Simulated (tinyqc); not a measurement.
A ladder of methods, and size consistency: correlation methods against full CI in the 6-31g basis, for H4, spin multiplicity 1. Computed by the program tinyqc with PySCF. All electrons correlated; +Q is the Davidson correction (1 - c0^2) E_corr. The last columns treat two copies 100 angstrom apart as one system. FCI is the lowest singlet.

Geometry (angstrom):
```
atom       x       y       z
H     0.0000  0.0000  0.0000
H     0.0000  0.0000  0.7850
H     0.0000  0.0000  1.7610
H     0.0000  0.0000  2.5460
```

RHF energy of one = -2.204486 hartree

Correlation energies (hartree):
```
method   E_corr of one  share of FCI (%)  E_corr of two at 100 angstrom  two minus twice one (mhartree)
MP2          -0.037410           71.2327                      -0.074820                          0.0000
CISD         -0.051724           98.4880                      -0.100482                          2.9658
CISD+Q       -0.053307          101.5015                      -0.106047                          0.5662
CCSD         -0.052305           99.5942                      -0.104610                          0.0000
CCSD(T)      -0.052476           99.9190                      -0.104951                          0.0000
FCI          -0.052518          100.0000                              -                               -
```

What does the comparison show, and why?

MP2 recovers 71 %, CISD 98.5 % and CCSD 99.6 % of the FCI value (c0^2 = 0.969 in CISD). MP2 and coupled cluster are size consistent, so their last column vanishes; CISD loses 2.97 mhartree, since a double excitation on each copy is a quadruple of the pair, and the Davidson correction leaves +0.57.
